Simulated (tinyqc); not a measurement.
Recursion (Haydock) method for the local density of states: bulk site of a square lattice, step by step. Values are carried at full precision from step to step, so a last printed digit may differ when a step is redone from the rounded ones.

One orbital a site at energy 0, hopping -t to the 4 nearest neighbours of a square lattice; the start u0 is a site in the bulk, with energy V. Recursion: a_n = <u_n|H|u_n>, b_(n+1) u_(n+1) = (H - a_n) u_n - b_n u_(n-1), b > 0. G(z) = 1/(z - a0 - b1^2/(z - a1 - b2^2/(...))), z = E + i eta. After n levels the tail is b_n^2 T with the square-root terminator T = (z - sqrt(z - 2b) sqrt(z + 2b))/(2 b^2), b = 2t so that the band edges lie at -/+ 4t.

Inputs chosen for the exercise:
- t = 1.07 eV (hopping)
- V = 0 eV (shift of the starting site)
- n = 6 (levels kept)
- E = -2.86 eV (energy)
- eta = 0.054 eV (broadening)

## The coefficients

Carry the recursion for n levels; the lattice is large enough that no wall is met.

Coefficients:
```
n  a_n (eV)  b_(n+1) (eV)  b_(n+1)^2/t^2
0    0.0000       2.14000         4.0000
1    0.0000       2.39259         5.0000
2    0.0000       2.08581         3.8000
3    0.0000       2.22016         4.3053
4    0.0000       2.10568         3.8727
5    0.0000       2.18479         4.1692
```

b1^2/t^2 = 4 counts the neighbours of the start. All a_n vanish because the lattice is bipartite and V = 0. The b_n tend to a quarter of the band width, 2.140 eV.

## Moments from the coefficients

For a1 = a2 = 0: mu1 = a0, mu2 = a0^2 + b1^2, mu3 = a0^3 + 2 a0 b1^2, mu4 = a0^4 + 3 a0^2 b1^2 + b1^4 + b1^2 b2^2.

mu1 to mu4 (eV^n): [0.000, 4.580, 0.000, 47.189]

mu4/t^4 = 36 is the number of closed walks of four steps.

## The continued fraction at one energy

Start from the terminator and work up: G_i = 1/(z - a_i - S_i), S_i = b_(i+1)^2 G_(i+1), with T in place of G_n. The density is -Im G_0/pi.

Levels of the fraction:
```
i         S_i (eV)       G_i (1/eV)
5  -1.4652-1.6317i  -0.2914-0.3521i
4  -1.2919-1.5614i  -0.3094-0.3187i
3  -1.5250-1.5710i  -0.3018-0.3674i
2  -1.3132-1.5985i  -0.3019-0.3225i
1  -1.7283-1.8464i  -0.2313-0.3884i
0  -1.0594-1.7789i  -0.2727-0.2776i
```

local density of states = 0.0884 1/eV

A direct sum over the zone gives 0.0895 1/eV at the same z; 6 levels miss it by -1.2 %.

## Checks

- G from 10 levels against a direct sum over the zone at E = 6.8480 eV, above the band (1/eV): both 0.16465.

Computed by tinyqc, a small Python program: `OMP_NUM_THREADS=1 python tinyqc.py 1451340 1451341 out.jsonl` (the numbers bound the seed that draws the inputs); one thread of a shared host (Intel(R) Xeon(R) Processor @ 2.30GHz), about 0.01 s for the whole set of steps.
